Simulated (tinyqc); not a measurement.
Plane-wave Kohn-Sham cycle with exchange-only LDA in a layered model solid, step by step. One step of it, computed by the program tinyqc.

Task: Iteration 2: potential. V_H(G) = 4 pi rho(G)/G^2 for G != 0 (uniform background); v_x = -(3 rho/pi)^(1/3); V = V_ext + V_H + v_x; Fourier components f(G_m) = (1/N) sum_j f(x_j) exp(-i G_m x_j).

A solid whose potential varies along x alone (atomic units):
```
parameter                      value
period a                   12.800000
cross-section of the cell  34.000000
electrons per cell                 4
grid points                       16
plane waves -n..n, n               2
k points                           2
V1 in V1 cos(2 pi x/a)     -0.530000
V2 in V2 cos(4 pi x/a)     -0.050000
```

density after iteration 1 (e/bohr^3): 0.00929779  0.00943897  0.00960383  0.00944618  0.00908382  0.00887861  0.00891183  0.00900095  0.00903267  0.00900095  0.00891183  0.00887861  0.00908382  0.00944618  0.00960383  0.00943897

Give: Potentials on the grid; V(G_m), m = 0, 1, 2, ....

Result:

Potentials on the grid (hartree):
```
x          V_ext      V_H      v_x        V
0.0000   -0.5800   0.0155  -0.2071  -0.7716
0.8000   -0.5250   0.0150  -0.2081  -0.7182
1.6000   -0.3748   0.0124  -0.2093  -0.5717
2.4000   -0.1675   0.0068  -0.2082  -0.3688
3.2000    0.0500  -0.0007  -0.2055  -0.1562
4.0000    0.2382  -0.0075  -0.2039   0.0267
4.8000    0.3748  -0.0120  -0.2042   0.1586
5.6000    0.4543  -0.0142  -0.2048   0.2352
6.4000    0.4800  -0.0149  -0.2051   0.2600
7.2000    0.4543  -0.0142  -0.2048   0.2352
8.0000    0.3748  -0.0120  -0.2042   0.1586
8.8000    0.2382  -0.0075  -0.2039   0.0267
9.6000    0.0500  -0.0007  -0.2055  -0.1562
10.4000  -0.1675   0.0068  -0.2082  -0.3688
11.2000  -0.3748   0.0124  -0.2093  -0.5717
12.0000  -0.5250   0.0150  -0.2081  -0.7182
```

V(G_m), m = 0, 1, 2, ... (hartree): -0.2063  -0.2581  -0.0249  0.0001  0.0001
